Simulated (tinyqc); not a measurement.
Changing the temperature T: Bloch-Grueneisen resistivity of a metal. Computed by tinyqc, a small Python program. Command: `OMP_NUM_THREADS=1 python tinyqc.py 3015360 3015361 out.jsonl bg sweep`. One thread of a shared host (Intel(R) Xeon(R) Processor @ 2.30GHz), about 0.01 s of CPU time with the checks.

Electrons scatter from a Debye spectrum of phonons (n = 5 for scattering within one band, n = 3 for scattering into a second, heavy band) and from static defects.

Inputs (values chosen for the exercise, modelled on silver): exponent n = 5; Debye temperature Theta = 224 K; transport coupling lambda_tr = 0.12; Drude plasma energy hbar w_p = 9.2 eV; residual resistivity rho_0 = 0.018 microohm cm.

Addition: none.

Constants: k_B = 1.380649e-23 J/K; hbar = 1.054571817e-34 J s; eps_0 = 8.8541878128e-12 F/m; hbar = 6.582119569e-16 eV s; k_B = 8.617333262e-05 eV/K.

Method:
- rho_ph = (n - 1) rho_1 (T/Theta)^n J_n(Theta/T), with rho_1 = 2 pi lambda_tr k_B Theta/(hbar eps_0 w_p^2), the high-temperature line at T = Theta.
- J_n(y) = int_0^y x^n e^x/(e^x - 1)^2 dx, by 96 Gauss-Legendre points (upper limit at most 60).
- Matthiessen's rule: rho = rho_0 + rho_ph.
- Temperature coefficient (1/rho) d rho/dT by a central difference of +/- 0.5 K; residual ratio rho(295 K)/rho(4.2 K); scattering time tau = 1/(eps_0 w_p^2 rho); Wiedemann-Franz kappa = L_0 T/rho, L_0 = (pi^2/3)(k_B/e)^2.

One run for each value; columns: (1) temperature T (K); (2) resistivity rho (microohm cm); (3) phonon resistivity rho_ph (microohm cm); (4) temperature coefficient (1e-3/K); (5) Wiedemann-Franz conductivity (W/(m K)):
```
(1)     (2)         (3)     (4)     (5)
10   0.0181  1.1282e-04   3.130  1348.8
16   0.0192  1.1767e-03  19.012  2038.3
27   0.0316  1.3603e-02  67.306  2087.2
45   0.1013  8.3298e-02  52.363  1085.3
74   0.2823  2.6427e-01  23.601   640.5
120  0.5858  5.6781e-01  11.007   500.4
200  1.0834  1.0654e+00   5.586   451.0
330  1.8538  1.8358e+00   3.153   434.9
550  3.1279  3.1099e+00   1.841   429.6
900  5.1363  5.1183e+00   1.115   428.1
```

What does the table show, and why?

Over the rows, resistivity rho (microohm cm) rises from 0.0181 to 5.14 (exponent d ln y / d ln x 0.12 between the first rows and 1.0 between the last); phonon resistivity rho_ph (microohm cm) rises from 1.13e-4 to 5.12 (exponent d ln y / d ln x 5.0 between the first rows and 1.0 between the last); temperature coefficient (1e-3/K) goes from 3.13 through a maximum among these rows, 67.3 at 27.0, to 1.11. At the low end the exponent of phonon resistivity rho_ph is 4.99, close to 5: the T^5 law. At the high end the exponent of phonon resistivity rho_ph is 1.01, close to 1: the linear law of classical vibrations.

Caution (rows 27.0, 45.0, 74.0, 120): below about Theta/2 small-angle phonon scattering degrades heat flow more than charge flow, so a thermal conductivity taken from rho by the Wiedemann-Franz law would be too high.

Extremes, crossings and ranges named in words are read from the listed rows.
